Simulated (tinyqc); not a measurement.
Insulator thickness and V0 from two charges.

Inverse problem. In an undoped wire Vg - V0 = Q/Cox + Vt ln(Q/Q0) + Vt ln(1 + Q/Q0) at the source, with Q0 = 4 eps0 eps_r Vt/R and Cox = eps0 eox/(R ln(1 + tox/R)). Find Cox, tox and V0.

Inputs (values chosen for the exercise); material values those of a made-up semiconductor:

| symbol | value | unit | meaning |
|---|---|---|---|
| T | 325 | K | temperature |
| eps_r | 13.4 |  | relative permittivity of the semiconductor |
| eox | 21.8 |  | relative permittivity of the gate insulator |
| R | 15 | nm | wire radius |

Constants: q = 1.602176634e-19 C, kB = 1.380649e-23 J/K, Vt = kB T/q, eps0 = 8.8541878128e-14 F/cm where lengths are in cm. Results are converted to the units shown.

Qs at Vg = 1 and 1.4 V (nC/cm^2): 428.65126  1146.2841

Solution. The two equations are linear in 1/Cox and V0; tox follows by inverting the logarithm.

Cox = 2.062 uF/cm^2
tox = 13.00 nm
V0 = 0.6985 V

Program tinyqc, `OMP_NUM_THREADS=1 python tinyqc.py 2460071 2460072 out.jsonl`; Intel Xeon 2.30GHz, shared host, one thread, about 0.02 s.
